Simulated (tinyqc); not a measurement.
What moves the results: Slater-Koster d bands of a bcc metal. A value that a table varies takes the place of the one given here.

Slater-Koster d bands. For a bond with direction cosines (l, m, n) the 5 x 5 block is dds Ps + ddp Pp + ddd (1 - Ps - Pp), the projectors on sigma, pi and delta states about the bond; for instance <xy|xy> = 3 l^2 m^2 dds + (l^2 + m^2 - 4 l^2 m^2) ddp + (n^2 + l^2 m^2) ddd, <xy|yz> = 3 l m^2 n dds + l n (1 - 4 m^2) ddp + l n (m^2 - 1) ddd and <3z2-r2|3z2-r2> = (n^2 - (l^2 + m^2)/2)^2 dds + 3 n^2 (l^2 + m^2) ddp + (3/4)(l^2 + m^2)^2 ddd. H(k) sums the blocks times cos(k.R) over the neighbours; the d level is the zero of energy; k in 2 pi/a.

Neighbours: eight at (a/2)(1,1,1) and equivalents, and six at a(1,0,0) and equivalents with the integrals times f2.

Mesh: k = f1 b1 + f2 b2 + f3 b3 with fractions (j + 1/2)/N, j = 0 to N - 1, and b = (-1,1,1), (1,-1,1), (1,1,-1) for fcc, (0,1,1), (1,0,1), (1,1,0) for bcc, unit vectors for simple cubic. The lowest Nd/10 of all levels are filled with two electrons each; the bond energy is their sum per atom.

Parameters, chosen for this exercise (of the size met in Fe; the results hold for these values, not for the real material):
```
symbol  value   unit  meaning
dds     -0.66   eV    dd sigma
ddp     0.455   eV    dd pi
ddd     -0.073  eV    dd delta
f2      0.487         factor on all three integrals for second neighbours
N       8             mesh
```

## Band filling: full bands against the rectangular model

W = sqrt(12 mu2) with mu2 the mean square level on the mesh; rectangular model: Fermi level W (Nd/10 - 1/2), bond energy -W Nd (10 - Nd)/20. The Fermi level of the mesh is the highest filled level.

Per atom (eV):
```
Nd  EF, bands  bond energy, bands  EF, rectangle  bond energy, rectangle
1      -1.771              -2.014         -1.764                  -1.985
2      -1.388              -3.610         -1.323                  -3.529
3      -1.079              -4.884         -0.882                  -4.631
4      -0.375              -5.651         -0.441                  -5.293
5       0.458              -5.610          0.000                  -5.514
6       0.750              -4.963          0.441                  -5.293
7       0.986              -4.087          0.882                  -4.631
8       1.087              -3.057          1.323                  -3.529
9       1.558              -1.811          1.764                  -1.985
```

W = 4.411 eV
full width on the mesh = 5.119 eV

The bond energy is deepest at Nd = 4 (-5.651 eV); the rectangle has its minimum at 5. The two differ most at Nd = 7, by 0.545 eV or 10 % of the deepest value: the second moment fixes the parabola, and higher moments the rest. At Nd = 3 and 7 the bands give -4.884 and -4.087 eV, a skew towards less than half filling.

## Which lattice a d-band metal prefers

fcc has twelve neighbours, bcc eight and six (the six times f2), simple cubic six. The integrals of bcc and sc are scaled so that all three have the second moment of fcc, which stands for equal repulsion (structural energy difference theorem). s and p electrons are left out.

Bond energy per atom:
```
Nd  fcc (eV)  bcc - fcc (meV)  sc - fcc (meV)
1     -2.438              165              67
2     -4.170               96              80
3     -5.440              -72             274
4     -6.150             -227             341
5     -6.243              -87             316
6     -5.816              215               7
7     -4.922              310            -244
8     -3.613              164            -477
9     -1.939             -105            -432
```

scale factors: bcc 1.1285, sc 1.4142

mu3/mu2^1.5: fcc -0.278, bcc -0.265, sc 0.000

mu4/mu2^2: fcc 1.869, bcc 1.715, sc 2.127

largest change of a difference when N is raised to 14 = 42 meV

fcc is lowest for Nd = 1, 2 and 6. bcc is lowest for Nd = 3, 4 and 5. sc is lowest for Nd = 7, 8 and 9. bcc gains most on fcc at Nd = 4 (-227 meV). A small fourth moment marks a two-peaked band, which tends to favour fillings near one half; bcc has -8 % against fcc, and at Nd = 5 it lies -87 meV from fcc (differences of a few tens of meV are within the error of the mesh; hcp is left out, and this d-only model can miss the lattice of the real metal). The third moments, from three-membered rings, skew the bands. That simple cubic wins anywhere comes from keeping d bands and equal second moments alone; no transition metal takes it. Differences below about 42 meV are within the error of this mesh, and the s and p electrons left out weigh most where the d band is nearly empty or full.

## What each integral does

Levels at Gamma, E(t2g) = (8/3) dds + (16/9) ddp + (32/9) ddd + f2 (4 ddp + 2 ddd), E(eg) = (16/3) ddp + (8/3) ddd + f2 (3 dds + 3 ddd), and W = sqrt(12 mu2), the width of a rectangular band with the same second moment mu2 = z (dds^2 + 2 ddp^2 + 2 ddd^2)/5, z = 8 + 6 f2^2. Each row changes one parameter from the base and keeps the others.

Results:
```
case             t2g (eV)  eg (eV)  W (eV)
base              -0.3954   1.1611  4.4109
dds = -0.561 eV   -0.1314   1.3057  4.0893
ddp = 0.5232 eV   -0.1413   1.5248  4.7406
ddd = -0.062 eV   -0.3456   1.2065  4.4033
f2 = 0.56         -0.2732   1.0006  4.5170
```

The largest shifts from the base row, up to three for each result and ties (the steps differ in size, so this ranks the rows, not the parameters). t2g (eV): dds +0.2640, ddp +0.2541, f2 +0.1222. eg (eV): ddp +0.3637, f2 -0.1605, dds +0.1446. W (eV): ddp +0.3297, dds -0.3216, f2 +0.1061. The ratio of the shifts of t2g and eg names the integral: it is the ratio of the coefficients in the two formulas.

Program tinyqc; command `OMP_NUM_THREADS=1 python tinyqc.py 1450749 1450750 out.jsonl`; about 0.05 s on one thread of a shared Intel(R) Xeon(R) Processor @ 2.30GHz.
